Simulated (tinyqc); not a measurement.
Ways to converge the cycle: SCF convergence aids in the 6-31g basis, for H3+, spin multiplicity 1. Computed by the program tinyqc with PySCF. RHF with one setting changed at a time; a run stops when the energy changes by less than 1e-09 hartree and the error matrix is below 1e-5. The start is random orbitals. Damping d keeps d of the old density; a shift (hartree) raises the virtual levels; DIIS n extrapolates F over n matrices.

Geometry (angstrom):

| atom | x | y | z |
|---|---|---|---|
| H | 0.0000 | 0.0000 | 0.0000 |
| H | 0.0000 | 0.0000 | 1.3400 |
| H | 0.0000 | 1.2770 | 0.6700 |

lowest restricted solution found by these runs and by PySCF = -1.166243 hartree

Largest element of the error matrix X^T (FDS - SDF) X:

| iteration | plain | damping 0.3 | damping 0.6 | shift 0.4 | DIIS 3 | DIIS 8 |
|---|---|---|---|---|---|---|
| 1 | 6.2e-01 | 6.2e-01 | 6.2e-01 | 6.2e-01 | 6.2e-01 | 6.2e-01 |
| 2 | 1.3e-01 | 2.4e-01 | 4.2e-01 | 2.5e-01 | 1.3e-01 | 1.3e-01 |
| 3 | 3.6e-02 | 8.7e-02 | 2.8e-01 | 1.0e-01 | 4.4e-02 | 4.4e-02 |
| 4 | 8.0e-03 | 4.6e-02 | 1.8e-01 | 4.6e-02 | 3.4e-03 | 3.4e-03 |
| 5 | 1.7e-03 | 2.3e-02 | 1.1e-01 | 2.2e-02 | 4.7e-04 | 4.9e-04 |
| 6 | 3.7e-04 | 1.1e-02 | 7.1e-02 | 1.0e-02 | 7.6e-06 | 2.3e-05 |
| 8 | 1.7e-05 | 2.5e-03 | 3.1e-02 | 2.4e-03 | - | 2.5e-08 |
| 10 | - | 5.2e-04 | 1.6e-02 | 5.6e-04 | - | - |
| 14 | - | 2.2e-05 | 4.2e-03 | 3.0e-05 | - | - |
| 20 | - | 1.8e-07 | 4.8e-04 | - | - | - |
| 30 | - | - | 1.2e-05 | - | - | - |

How each run ends:

| run | iterations | E (hartree) | state |
|---|---|---|---|
| plain | 9 | -1.16624 | lowest found |
| damping 0.3 | 20 | -1.16624 | lowest found |
| damping 0.6 | 43 | -1.16624 | lowest found |
| shift 0.4 | 16 | -1.16624 | lowest found |
| DIIS 3 | 7 | -1.16624 | lowest found |
| DIIS 8 | 8 | -1.16624 | lowest found |

What does the comparison show, and why?

6 of 6 runs reach the lowest restricted solution found, in 7 to 43 iterations (fastest: DIIS 3). Plain steps already contract here, so damping only slows them. DIIS 3 and DIIS 8 gain by cancelling the error over several earlier matrices, much as a quasi-Newton step does.
